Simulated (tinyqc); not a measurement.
# Absorption edge of a degenerate semiconductor, band filling against gap narrowing: what changes with what

n-type, parabolic bands, full ionisation. eta = (EF - Ec)/kB T solves N = Nc F12(eta), F12(x) = (2/sqrt(pi)) int_0^infinity sqrt(u)/(1 + exp(u - x)) du. The gap shrinks rigidly by dEg = a3 y^(1/3) + a4 y^(1/4) + a2 y^(1/2), y = N/1e18 cm^-3, an empirical law that is here taken as the true narrowing.

Parameters, values chosen for the exercise; band and dielectric values close to those of In0.53Ga0.47As: temperature T = 400 K; band gap Eg = 0.744 eV; conduction-band density of states at 400 K, from me Nc = 3.11e17 cm^-3; electron mass me = 0.0402 m0; hole mass mh = 0.457 m0; coefficient of (N/1e18)^(1/3) a3 = 18.6 meV; coefficient of (N/1e18)^(1/4) a4 = 5.7 meV; coefficient of (N/1e18)^(1/2) a2 = 2 meV.

Constants: q = 1.602176634e-19 C, kB = 1.380649e-23 J/K, Vt = kB T/q. Results are converted to the units shown.

Each table varies one quantity; the others keep the values above.

## The optical edge against doping

Vertical transitions need an empty final state: the edge is taken where the state lies 4 kB T below EF, E_opt = Eg - dEg + (1 + me/mh) max(eta - 4, 0) kB T; wavelength h c/(q E_opt).

Results:
```
N (cm^-3)      eta  dEg (meV)  filling shift (meV)  E_opt (eV)
8.5e16     -1.2009     11.839                    0     0.73216
3.7e17     0.58757     19.015                    0     0.72498
7.8e17      1.7773     24.245                    0     0.71976
1.6e18      3.3433     30.695                    0     0.71330
3.4e18      5.8099     39.397               67.873     0.77248
7.1e18      9.6435     50.383               211.64     0.90526
1.5e19      15.968     64.835               448.81      1.1280
3.1e19      25.959     83.015               823.51      1.4845
```

Estimate the missing row, N = 1.8e17 cm^-3.

Computed row:
```
N (cm^-3)       eta  dEg (meV)  filling shift (meV)  E_opt (eV)
1.8e17     -0.34384     15.063                    0     0.72894
```

With this row back in the table: E_opt goes from 0.732 through a minimum of 0.713 (at N = 1.6e18 cm^-3 among the rows listed) to 1.48 eV, against Eg = 0.744 eV; the filling shift is 0 while eta is below 4. At the end narrowing grows as N^(0.34) and EF - Ec as N^(0.67). Filling therefore wins at high density. For N = 3.4e18, 7.1e18, 1.5e19, 3.1e19 EF lies more than 0.2 eV in the band, where non-parabolicity lowers it markedly.

## Approximations to the Fermi level

With u = N/Nc: Boltzmann ln u; Joyce-Dixon ln u + 0.353553 u - 4.95009e-3 u^2 + 1.48386e-4 u^3 - 4.42563e-6 u^4; degenerate limit (3 sqrt(pi) u/4)^(2/3). The Einstein ratio is D/(mu Vt) = F12/Fm, Fm(x) = dF12/dx = (1/sqrt(pi)) int_0^infinity u^(-1/2)/(1 + exp(u - x)) du.

Result of one run:
```
N (cm^-3)    N/Nc     eta  Boltzmann  Joyce-Dixon  degenerate  D/(mu Vt)
6.1e17     1.9614  1.3491    0.67367       1.3491      1.8944     1.6585
```

What becomes of these results when the ionised donor density N is changed from 6.1e17 to 2.9e17 cm^-3, all else the same?

Result of the changed run:
```
N (cm^-3)     N/Nc      eta  Boltzmann  Joyce-Dixon  degenerate  D/(mu Vt)
2.9e17     0.93248  0.25558  -0.069912      0.25558      1.1539     1.3214
```

The whole series:
```
N (cm^-3)      N/Nc       eta  Boltzmann  Joyce-Dixon  degenerate  D/(mu Vt)
1.5e16     0.048232   -3.0147    -3.0317      -3.0147     0.16019     1.0170
3.2e16      0.10289   -2.2377    -2.2741      -2.2377     0.26547     1.0363
6.7e16      0.21543   -1.4592    -1.5351      -1.4592     0.43448     1.0757
1.4e17      0.45016  -0.63998   -0.79815     -0.63998     0.71013     1.1572
2.9e17      0.93248   0.25558  -0.069912      0.25558      1.1539     1.3214
6.1e17       1.9614    1.3491    0.67367       1.3491      1.8944     1.6585
1.3e18       4.1801    2.8313     1.4303       2.8312      3.1372     2.3326
2.7e18       8.6817    4.9340     2.1612       4.9295      5.1069     3.5361
5.7e18       18.328    8.3041     2.9084       8.1397      8.4043     5.6733
1.2e19       38.585    13.745     3.6529       8.6395      13.805     9.2441
```

Boltzmann is within 0.1 of eta up to N/Nc = 0.22, Joyce-Dixon within 0.01 up to 8.7, and the degenerate limit is off by 0.060 in the last row. The Einstein ratio rises from 1.02 to 9.24: degenerate carriers diffuse faster for the same mobility.

Range of the model: Band tails, non-parabolic bands and incomplete ionisation are left out.

Computed by the program tinyqc: `OMP_NUM_THREADS=1 python tinyqc.py 2330044 2330045 out.jsonl`, one thread of a shared Intel Xeon 2.30GHz, about 0.01 s for the whole run.
